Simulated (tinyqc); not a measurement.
Self-heating of a transistor with one or more fingers, with temperature-dependent conductivity: one step, computed by the program tinyqc.

N long parallel fingers lie on the top face of a slab whose bottom is held at T_0; the top is otherwise insulated, and heat flows in two dimensions. P in W/mm is 1000 P in W/m.

Task: Linear temperature rise of each finger. theta_i = (P/(pi kappa_0)) [g_0 + sum over j != i of g(|i - j| s)], with equal powers and constant conductivity; thermal resistance = largest theta/P.

Inputs (values chosen for the exercise, modelled on gallium arsenide): conductivity at the base temperature kappa_0 = 45.4 W/(m K); power per gate width P = 0.33 W/mm; fingers N = 6.

Power: power rises with temperature.

own factor g_0 = 7.958265

g(j s), j = 1..7: [1.516023, 0.869966, 0.536566, 0.338540, 0.215417, 0.137532, 0.087925]

Give: theta of each finger; largest theta; thermal resistance.

Result:

theta of each finger (K): [26.46, 29.47, 30.70, 30.70, 29.47, 26.46]

largest theta = 30.70 K

thermal resistance = 93.02 K mm/W

The neighbours supply 40 % of the rise of the hottest finger, which runs 4.2 K above the outer ones.
